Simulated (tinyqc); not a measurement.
Worked calculation: Hubbard chain of 2 sites. One step of it, computed by the program tinyqc.

Problem. Mean-field iteration 1. H(up) = T + U n(down), H(down) = T + U n(up); fill the lowest levels; n(new) = n + mixing (n(out) - n); E = tr T (rho up + rho down) + U sum n_up n_down of the output.

one-body matrix (hopping and site energies) (eV):
```
,1,2
1,0.420000,-1.130000
2,-1.130000,-0.170000
```

U = 6.700000 eV

electrons, up and down: 1  1

mixing = 1

n(up) at the start (a guess, not normalised): 1 0.500000, 2 0.500000

n(down) at the start (a guess): 1 0.500000, 2 0.500000

Give: levels, up; levels, down; energy; n(up) after iteration 1; n(down) after iteration 1.

Solution.

levels, up (eV): 2.3071  4.6429

levels, down (eV): 2.3071  4.6429

energy = 1.4780 eV

n(up) after iteration 1: 1 0.3737, 2 0.6263

n(down) after iteration 1: 1 0.3737, 2 0.6263
